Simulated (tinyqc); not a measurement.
The best anneal temperature for the time t: solubility, supersaturation, precipitation and gettering of an impurity in a silicon-like host. Computed by tinyqc, a small Python program. Command: `OMP_NUM_THREADS=1 python tinyqc.py 3018679 3018680 out.jsonl ripen walk`. One thread of a shared host (Intel(R) Xeon(R) Processor @ 2.30GHz), about 0.01 s of CPU time with the checks.

The wafer was saturated at T1 and is then held at T.

Inputs (values chosen for the exercise, modelled on copper in silicon):

| quantity | value | unit |
|---|---|---|
| site density N0 | 5e+22 | 1/cm^3 |
| enthalpy of solution H | 1.46 | eV |
| entropy of solution S | 2.3 | k_B |
| diffusion prefactor D0 | 0.0054 | cm^2/s |
| migration energy Q | 0.432 | eV |
| temperature of saturation T1 | 1225 | K |
| anneal temperature T | 689 | K |
| sink density n | 2.3e+07 | 1/cm^3 |
| initial sink radius r0 | 95 | nm |
| impurity density in the precipitate C_p | 5.7e+22 | 1/cm^3 |
| interface energy gamma | 0.36 | J/m^2 |
| anneal time t | 49 | s |

Constants: k_B = 8.617333262e-05 eV/K; k_B = 1.380649e-23 J/K.

Method:
- C_eq(T) = N0 exp(S/k_B - H/(k_B T)); D(T) = D0 exp(-Q/(k_B T)); C0 = C_eq(T1). Supersaturation s = C0/C_eq(T); critical radius r* = 2 gamma/(C_p k_B T ln s); barrier W* = (4 pi/3) gamma r*^2. Strain energy is left out.
- r_f = [r0^3 + 3 (C0 - C_eq)/(4 pi n C_p)]^(1/3), tau_f = 1/(4 pi n r_f D).
- Growing sinks: with y = r/r_f and y0 = r0/r_f, dy/dt = (1 - y^3)/(3 tau_f y), which integrates to t/tau_f = F(y) - F(y0), F(y) = (1/2) ln[(1 + y + y^2)/(1 - y)^2] - sqrt(3) arctan[(2y + 1)/sqrt(3)]; the share of the excess left is (1 - y^3)/(1 - y0^3), and C(t) = C_eq + (C0 - C_eq) x share.

C0 = 4.91196e+17 1/cm^3

Dissolved share after t:

| T (K) | C_eq/C0 | tau_f (s) | C(t)/C0 |
|---|---|---|---|
| 551 | 4.4932e-08 | 127.67 | 8.5826e-01 |
| 637 | 2.8540e-06 | 37.38 | 4.4736e-01 |
| 735 | 9.8993e-05 | 13.09 | 4.6248e-02 |
| 833 | 1.4906e-03 | 5.87 | 1.9591e-03 |
| 931 | 1.2682e-02 | 3.13 | 1.2682e-02 |
| 1029 | 7.1761e-02 | 1.91 | 7.1761e-02 |
| 1115 | 2.5552e-01 | 1.41 | 2.5552e-01 |
| 1176 | 5.6199e-01 | 1.33 | 5.6199e-01 |

What does the comparison show, and why?

The lowest dissolved share among these rows is 0.0020 at 833 K. Above it solubility sets the floor; below it diffusion is too slow for this time. Solubility falls with H = 1.46 eV and diffusion with Q = 0.432 eV. Caution: the barrier to homogeneous nucleation is below 35 k_B T for these inputs, so new precipitates would form and outnumber the fixed sinks assumed here.

Extremes, crossings and ranges named in words are read from the listed rows.
